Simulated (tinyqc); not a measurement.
From one set of inputs to another, one input at a time: chemically amplified photoresist: aerial image, acid generation, bake, development and line width. Computed by tinyqc, a small Python program. Command: `OMP_NUM_THREADS=1 python tinyqc.py 3003956 3003957 out.jsonl resist ladder`. One thread of a shared host (Intel(R) Xeon(R) Processor @ 2.30GHz), about 0.03 s of CPU time with the checks.

Lines and spaces of pitch p with a two-beam-like image; x = 0 is the middle of the bright space. The resist is positive and treated as uniform in depth.

The inputs printed are set A. Inputs not listed in the table keep their values of set A, so the rows need not describe a real material.

Inputs (values chosen for the exercise, for a model resist at 193 nm): pitch p = 220 nm; image contrast c = 0.74; mean dose E = 10.1 mJ/cm^2; Dill parameter C = 0.028 cm^2/mJ; quencher load q, relative to the acid generator = 0.16; acid diffusivity D = 2.3 nm^2/s; bake time t = 60 s; amplification rate k_amp = 0.055 1/s; threshold protection m_th = 0.63; development selectivity n = 8; largest rate r_max = 900 nm/s; smallest rate r_min = 0.043 nm/s; resist thickness d = 210 nm; development time t_d = 45 s; photon energy = 6.42 eV; absorption coefficient alpha = 1.2 1/um.

Method:
- Dose E(x) = E [1 + c cos(2 pi x/p)]; acid h = 1 - exp(-C E(x)).
- Bake: the acid image is blurred by a Gaussian of variance sigma^2 = 2 D t (each Fourier term k of h, taken on 64 points, is multiplied by exp(-4 pi^2 k^2 D t/p^2)).
- Cosine coefficients: h(x) = sum_k h_k cos(2 pi k x/p).
- The quencher then removes q, h_eff = max(h_blurred - q, 0); protection m = exp(-k_amp t h_eff).
- Mack rate r = r_max (a + 1)(1 - m)^n/(a + (1 - m)^n) + r_min, a = ((n + 1)/(n - 1))(1 - m_th)^n.
- Edge: vertical development clears the film where r t_d >= d; the space width is twice the x where r = d/t_d.
- Dose sensitivity = d ln(width)/d ln E from widths at 1.005 E and E/1.005; image log-slope at the edge = |d ln E/dx|, normalised by the width (NILS); latitude for 10 % of width = 10 %/sensitivity.
- The edge lies at x = width/2.
- Absorbed photons per volume N = E(edge) alpha/(photon energy), 1 mJ/cm^2 = 62.41509 eV/nm^2, alpha in 1/nm; a Gaussian blur averages over a volume V = (2 sqrt(pi) sigma)^3; relative noise 1/sqrt(N V); edge noise sigma_x = (dh/d ln E) noise/|dh/dx|, with both derivatives of the blurred acid at the edge.

Each row keeps all changes above it:
```
input moved                      from     to  space width (nm)  edge noise from photons (nm)  blur factor of the first harmonic
set A                               -      -             118.2                          0.32                             0.8935
acid diffusivity D (nm^2/s)       2.3  0.012             118.6                         15.10                             0.9994
threshold protection m_th        0.63   0.55             111.3                         15.61                             0.9994
amplification rate k_amp (1/s)  0.055   0.03              78.0                         20.17                             0.9994
largest rate r_max (nm/s)         900    270              60.3                         25.23                             0.9994
image contrast c                 0.74   0.73              59.5                         25.84                             0.9994
bake time t (s)                    60     90              93.6                         13.07                             0.9991
Dill parameter C (cm^2/mJ)      0.028  0.021              48.8                         22.86                             0.9991
```

Space width goes from 118 to 48.8, a factor 0.413 in all. The largest single move comes from Dill parameter C (a factor 0.522), and bake time t works against it (a factor 1.57). Edge noise from photons goes from 0.324 to 22.9, a factor 70.7 in all. The largest single move comes from acid diffusivity D (a factor 46.7), and bake time t works against it (a factor 0.506). Blur factor of the first harmonic goes from 0.894 to 0.999, a factor 1.12 in all. The largest single move comes from acid diffusivity D (a factor 1.12). The single moves hold for this order of the switches; the total does not depend on the order.

Caution (all rows): lateral development, standing waves and the joint diffusion of acid and quencher are left out, so widths are indicative. Caution (all rows): the noise counts photons alone (acid and quencher statistics add to it) and takes the film as thicker than the blur; a thinner film averages in two dimensions only. Caution (rows acid diffusivity D, threshold protection m_th): with under about ten photons in the blur volume a Gaussian noise estimate is unreliable.

Extremes, crossings and ranges named in words are read from the listed rows.
